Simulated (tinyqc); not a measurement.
Equilibrium crystal shape, supported particles, Gibbs-Thomson effect and coarsening. Changing the second-neighbour bond energy e2. Computed by tinyqc, a small Python program. Command: `OMP_NUM_THREADS=1 python tinyqc.py 3018398 3018399 out.jsonl wulff sweep`. One thread of a shared host (Intel(R) Xeon(R) Processor @ 2.30GHz), about 0.1 s of CPU time with the checks.

A cubic crystal bounded by {100}, {110} and {111} facets only.

Inputs (values chosen for the exercise, for a model metal): lattice constant a = 3.86 angstrom; first-neighbour bond energy e1 = 0.217 eV; atoms in the particle N = 57000; temperature T = 675 K.

Surface energies: broken bonds, fcc.

Constants: 1 eV/angstrom^2 = 16.02176634 J/m^2; e = 1.602176634e-19 C; k_B = 8.617333262e-05 eV/K.

Method:
- A cut with normal n breaks sum_R |R.n|/(2 Omega) bonds per area (R over all neighbours of a shell) and makes two surfaces: gamma = sum over shells e_s sum_R |R.n|/(4 Omega). fcc: 12 neighbours a/2 (1,1,0), 6 at a (1,0,0), Omega = a^3/4.
- Wulff construction: the facet planes lie at distances lambda gamma from the centre, and the shape is the region inside all of them; V = (1/3) sum of area x distance. gamma_mean = sum A gamma / sum A; shape factor eta = A/V^(2/3) (4.836 for a sphere). lambda follows from V = N Omega.
- For the Wulff shape mu - mu(bulk) = 2 Omega gamma/h, with gamma and h = lambda gamma the energy and distance of any one facet plane, here (111); the vapour pressure rises by exp[(mu - mu(bulk))/(k_B T)].

One run for each value:
```
second-neighbour bond energy e2 (eV)  gamma_mean (J/m^2)  shape factor eta  mu - mu(bulk) (meV)
0.005                                              0.857             5.289                28.99
0.035                                              0.973             5.188                32.26
0.066                                              1.079             5.141                35.47
0.096                                              1.174             5.123                38.45
0.130                                              1.274             5.122                41.72
0.160                                              1.358             5.130                44.54
0.190                                              1.439             5.143                47.31
0.220                                              1.517             5.159                50.05
```

Over the rows, gamma_mean (J/m^2) rises from 0.857 to 1.52 (exponent d ln y / d ln x 0.065 between the first rows and 0.36 between the last); shape factor eta goes from 5.29 through a minimum among these rows, 5.12 at 0.130, to 5.16; mu - mu(bulk) (meV) rises from 29.0 to 50.0 (exponent d ln y / d ln x 0.055 between the first rows and 0.38 between the last).

Extremes, crossings and ranges named in words are read from the listed rows.
